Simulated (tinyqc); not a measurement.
# p-type polysilicon, carrier trapping at grain boundaries: effect of the trap density of a grain boundary

One-dimensional grains of size Lg, uniform ionised doping N, monovalent traps Qt at each boundary at a depth Et below (for electrons) or above (for holes) the band edge there, abrupt depletion of width W on each side of a boundary, Boltzmann statistics. xi is the distance from the band edge at the grain centre to the Fermi level. Trapped charge Qt/(1 + exp((xi + VB - Et)/Vt)) = 2 N W, barrier VB = q N W^2/(2 eps0 eps_r).

If the trap equation with xi = Vt ln(NB/N) has a root W < Lg/2, the grain is partly depleted; otherwise W = Lg/2 and the trap equation gives xi = Et - VB + Vt ln(Qt/(N Lg) - 1). N* = Qt/Lg. n0 = NB exp(-xi/Vt); mean density n0 (1 - 2 W/Lg) by charge balance in a partly depleted grain, and n0 (sqrt(pi)/2) erf(u)/u with u = sqrt(VB/Vt) in a fully depleted one; v = sqrt(kB T/(2 pi ms m0)); barrier resistivity Vt exp(VB/Vt)/(q fe n0 v Lg); grain resistivity (1 - 2 W/Lg)/(q n0 mug); effective mobility 1/(q mean density total resistivity). Rows with xi above 0.45 V, towards mid-gap, are left out, since the other carrier type is ignored.

Inputs (values chosen for the exercise); values of the order met in polycrystalline silicon:
- T = 300 K (temperature)
- eps_r = 11.7 (relative permittivity)
- NB = 2.65e19 cm^-3 (valence-band density of states at T)
- Lg = 63 nm (grain size)
- Et = 0.48 eV (depth of the trap level from the majority band edge at the boundary)
- ms = 0.26 m0 (mass for thermionic emission)
- fe = 1 (correction factor of the emission rate)
- mug = 240 cm^2/(V s) (mobility inside the grains)
- N = 1.3e18 cm^-3 (doping)

Constants: q = 1.602176634e-19 C, kB = 1.380649e-23 J/K, m0 = 9.1093837015e-31 kg, Vt = kB T/q, eps0 = 8.8541878128e-14 F/cm where lengths are in cm. Results are converted to the units shown.

The same in every row: xi (V) = 0.07794.

Effect of the trap density of a grain boundary:

| Qt (cm^-2) | N/N* | depleted share 2 W/Lg | VB (V) | mean density (cm^-3) | resistivity (ohm cm) | effective mobility (cm^2/(V s)) |
|---|---|---|---|---|---|---|
| 2e11 | 40.95 | 0.02442 | 5.948e-4 | 1.268e18 | 0.02334 | 210.9 |
| 3.4e11 | 24.09 | 0.04151 | 0.001719 | 1.246e18 | 0.02317 | 216.2 |
| 5.7e11 | 14.37 | 0.06960 | 0.004832 | 1.210e18 | 0.02311 | 223.3 |
| 9.7e11 | 8.443 | 0.1184 | 0.01399 | 1.146e18 | 0.02405 | 226.4 |
| 1.6e12 | 5.119 | 0.1954 | 0.03807 | 1.046e18 | 0.03238 | 184.3 |
| 2.8e12 | 2.925 | 0.3419 | 0.1166 | 8.556e17 | 0.3526 | 20.69 |
| 4.7e12 | 1.743 | 0.5578 | 0.3104 | 5.749e17 | 611.1 | 0.01777 |
| 8e12 | 1.024 | 0.6232 | 0.3874 | 4.898e17 | 1.203e4 | 0.001059 |

What does the table show?

As Qt goes from 2e11 to 8e12, VB rises from 5.95e-4 to 0.387 V, the resistivity goes from 0.0233 through a minimum of 0.0231 (at Qt = 5.7e11 among the rows listed) to 12000 ohm cm and the effective mobility goes from 211 through a maximum of 226 (at Qt = 9.7e11 among the rows listed) to 0.00106 cm^2/(V s). For Qt = 2e11, 3.4e11, 5.7e11, 9.7e11 VB is below Vt, where abrupt depletion and thermionic emission are rough.

Computed by the program tinyqc: `OMP_NUM_THREADS=1 python tinyqc.py 2830023 2830024 out.jsonl`, one thread of a shared Intel Xeon 2.30GHz, about 0.01 s for the whole run.
